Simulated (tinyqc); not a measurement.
Inside a calculation. Method: Hueckel theory of the pi electrons with the omega technique, for the molecule OC1=CC=CC=CC=C1 (SMILES; centres numbered as the heavy atoms are written). Computed by tinyqc, a small Python program that keeps every step. Settings: charge = 0, omega = 0.6, damping = 0.3. Command: `OMP_NUM_THREADS=1 python tinyqc.py 26739 26740 out.jsonl` (the two numbers bound the seeds that draw the settings). One thread of a shared host (Intel(R) Xeon(R) Processor @ 2.60GHz), about 0.01 s of CPU time with the checks.

Centres:
```
centre,"z_r, pi electrons of the neutral centre",h
1O,2,2.000000
2C,1,0.000000
3C,1,0.000000
4C,1,0.000000
5C,1,0.000000
6C,1,0.000000
7C,1,0.000000
8C,1,0.000000
9C,1,0.000000
```

Bonds:
```
i,j,k
1,2,0.800000
2,3,1
3,4,1
4,5,1
5,6,1
6,7,1
7,8,1
8,9,1
9,2,1
```

Each round sets h_r = h_r(0) + omega (z_r - P_rr), keeping the share named as damping of the old diagonal; repeat until output and input diagonals agree to 1e-6.

Rounds:
```
round,sum n x,largest |h(out) - h(in)|
1,13.947647,1.69e-01
2,14.057745,2.82e-01
3,14.166637,2.71e-01
4,14.043908,2.72e-01
5,14.170086,2.72e-01
6,14.044139,2.72e-01
7,14.170216,2.72e-01
8,14.044169,2.72e-01
9,14.170225,2.72e-01
10,14.044172,2.72e-01
11,14.170225,2.72e-01
12,14.044172,2.72e-01
13,14.170225,2.72e-01
14,14.044172,2.72e-01
15,14.170225,2.72e-01
16,14.044172,2.72e-01
17,14.170225,2.72e-01
18,14.044172,2.72e-01
19,14.170225,2.72e-01
20,14.044172,2.72e-01
21,14.170225,2.72e-01
22,14.044172,2.72e-01
23,14.170225,2.72e-01
24,14.044172,2.72e-01
25,14.170225,2.72e-01
26,14.044172,2.72e-01
27,14.170225,2.72e-01
28,14.044172,2.72e-01
29,14.170225,2.72e-01
30,14.044172,2.72e-01
31,14.170225,2.72e-01
32,14.044172,2.72e-01
33,14.170225,2.72e-01
34,14.044172,2.72e-01
35,14.170225,2.72e-01
36,14.044172,2.72e-01
37,14.170225,2.72e-01
38,14.044172,2.72e-01
39,14.170225,2.72e-01
40,14.044172,2.72e-01
```

Can the last value be used, and what does the course show?

Not by the stop rule. Not converged within 40 rounds: the residual has stopped falling: the iteration swings between two states. Reruns: damping 0.5: not converged; damping 0.8: not converged.
